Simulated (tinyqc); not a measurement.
Worked calculation: RKS/PBE in the 6-311g basis, for He, spin multiplicity 1. One step of it, computed by the program tinyqc.

Question. Iteration 1: building the Kohn-Sham matrix. J_ij = sum D_kl (ij|kl); F = H + J + V_xc; E = tr D H + tr D J / 2 + E_xc + E_nn.

D at the start:
```
           1He 1s     1He 2s     1He 3s
1He 1s   0.888413  -2.268178   2.175179
1He 2s  -2.268178   5.790808  -5.553376
1He 3s   2.175179  -5.553376   5.325679
```

core Hamiltonian H = T + V (hartree):
```
           1He 1s     1He 2s     1He 3s
1He 1s  -0.449189  -2.025351  -1.309466
1He 2s  -2.025351  -1.672714  -1.363028
1He 3s  -1.309466  -1.363028  -1.211479
```

Two-electron integrals (ij|kl) in chemists' order, unique and non-zero (hartree):
```
(11|11) 2.395117   (21|11) 1.347337   (21|21) 0.798707   (22|11) 1.358411
(22|21) 0.863847   (22|22) 1.054927   (31|11) 0.614121   (31|21) 0.368625
(31|22) 0.406802   (31|31) 0.170715   (32|11) 0.842709   (32|21) 0.547009
(32|22) 0.700418   (32|31) 0.259418   (32|32) 0.476676   (33|11) 0.767030
(33|21) 0.510236   (33|22) 0.697580   (33|31) 0.244176   (33|32) 0.494732
(33|33) 0.558022
```

nuclear repulsion = 0 hartree

V_xc (hartree):
```
           1He 1s     1He 2s     1He 3s
1He 1s  -0.701087  -0.360232  -0.165233
1He 2s  -0.360232  -0.387295  -0.263156
1He 3s  -0.165233  -0.263156  -0.318109
```

E_xc = sum of w rho eps_xc = -0.56404574 hartree

Give: Coulomb J; Kohn-Sham matrix F; total energy of this density.

Answer.

Coulomb J (hartree):
```
        1He 1s  1He 2s  1He 3s
1He 1s  1.2790  0.8217  0.3909
1He 2s  0.8217  1.1024  0.7923
1He 3s  0.3909  0.7923  0.9456
```

Kohn-Sham matrix F (hartree):
```
         1He 1s   1He 2s   1He 3s
1He 1s   0.1287  -1.5639  -1.0838
1He 2s  -1.5639  -0.9576  -0.8339
1He 3s  -1.0838  -0.8339  -0.5840
```

total energy of this density = 2.393519 hartree
